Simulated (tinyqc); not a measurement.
# Lossy interposer transmission line with skin effect: what changes with what

A uniform line in a homogeneous dielectric: c = sqrt(er)/(c0 Z0), l = Z0 sqrt(er)/c0 (c0 = 299792458 m/s), g = w c td, w = 2 pi f. The resistance joins its limits as r = sqrt(r_dc^2 + r_hf^2), with r_dc = rho/(wd th), r_hf = kr rho/(2 delta (wd + th)), delta = sqrt(rho/(pi f mu0)), mu0 = 4 pi 1e-7 H/m; this is an interpolation, and internal inductance, up to 0.05 nH/mm at low frequency, is neglected.

Inputs (values chosen for the exercise):

| symbol | value | unit | meaning |
|---|---|---|---|
| wd | 2.3 | um | width of the strip |
| th | 0.54 | um | thickness of the strip |
| rho | 2 | uohm cm | resistivity |
| er | 3 |  | relative permittivity |
| td | 0.005 |  | loss tangent |
| Z0 | 75 | ohm | lossless impedance sqrt(l/c) |
| kr | 1.5 |  | factor for crowding and the return path |
| len | 16 | mm | length |
| Rg | 50 | ohm | source resistance |
| RL | 100 | ohm | load resistance |
| CL | 300 | fF | load capacitance |
| f | 1.5 | GHz | frequency |

Each table varies one quantity; the others keep the values above.

## Line properties against frequency

gamma = sqrt((r + i w l)(g + i w c)) = alpha + i beta, Zc = sqrt((r + i w l)/(g + i w c)), roots with positive real part; loss 8.685889638 alpha in dB; phase velocity w/beta. ZL = 1/(1/RL + i w CL); reflection (ZL - Zc)/(ZL + Zc); Zin = Zc (ZL + Zc tanh(gamma len))/(Zc + ZL tanh(gamma len)); H = V_load/V_source = [Zin/(Zin + Rg)]/[cosh(gamma len) + (Zc/ZL) sinh(gamma len)].

Line properties against frequency:

| f (GHz) | r (ohm/mm) | r/(w l) | loss (dB/mm) | \|Zc\| (ohm) | phase velocity over c0 | length in wavelengths | \|H\| (dB) |
|---|---|---|---|---|---|---|---|
| 0.01 | 16.10 | 591.5 | 0.05432 | 1824 | 0.03363 | 0.01587 | -12.21 |
| 0.03 | 16.11 | 197.2 | 0.09393 | 1053 | 0.05814 | 0.02754 | -12.21 |
| 0.09 | 16.12 | 65.78 | 0.1619 | 608.3 | 0.1002 | 0.04796 | -12.22 |
| 0.3 | 16.15 | 19.78 | 0.2908 | 333.8 | 0.1794 | 0.08923 | -12.31 |
| 0.8 | 16.24 | 7.456 | 0.4568 | 205.7 | 0.2803 | 0.1523 | -12.77 |
| 2 | 16.44 | 3.019 | 0.6608 | 133.8 | 0.4000 | 0.2668 | -14.64 |
| 7 | 17.26 | 0.9056 | 0.9281 | 87.11 | 0.5332 | 0.7006 | -20.08 |
| 20 | 19.22 | 0.3530 | 1.113 | 77.23 | 0.5691 | 1.876 | -27.09 |
| 60 | 24.28 | 0.1487 | 1.450 | 75.41 | 0.5759 | 5.561 | -40.45 |

r equals w l at 6.30 GHz: below it |Zc| and the delay grow as in an RC line, above it |Zc| tends to Z0 = 75 ohm and the velocity to 1/sqrt(er) = 0.577 c0. The loss goes as f^(0.50) between the first two rows and f^(0.24) between the last two. |H| is -12.2 dB in the first row and -40.4 dB in the last; between rows it can pass through resonances that the table doesn't show.

## Effect of the loss tangent

Same model as above.

The same in every row: r (ohm/mm) = 16.36; r/(w l) = 4.005.

Effect of the loss tangent:

| td | loss (dB/mm) | \|Zc\| (ohm) | phase velocity over c0 | length in wavelengths | \|H\| (dB) |
|---|---|---|---|---|---|
| 0 | 0.5915 | 152.4 | 0.3606 | 0.2220 | -13.77 |
| 0.001 | 0.5919 | 152.4 | 0.3607 | 0.2219 | -13.78 |
| 0.002 | 0.5923 | 152.4 | 0.3608 | 0.2219 | -13.78 |
| 0.005 | 0.5934 | 152.4 | 0.3613 | 0.2216 | -13.81 |
| 0.01 | 0.5953 | 152.4 | 0.3620 | 0.2212 | -13.84 |
| 0.02 | 0.5991 | 152.4 | 0.3634 | 0.2203 | -13.91 |
| 0.04 | 0.6068 | 152.3 | 0.3662 | 0.2186 | -14.05 |

As td goes from 0 to 0.04, the loss rises from 0.592 to 0.607 dB/mm, |Zc| stays near 152 ohm and |H| goes from -13.8 to -14.0 dB, with its highest value among the rows, -13.8 dB, at td = 0. In the low-loss estimate the dielectric part g Z0/2 equals the conductor part r/(2 Z0) at td = 4.01.

Computed by the program tinyqc: `OMP_NUM_THREADS=1 python tinyqc.py 2810135 2810136 out.jsonl`, one thread of a shared Intel Xeon 2.30GHz, about 0.01 s for the whole run.
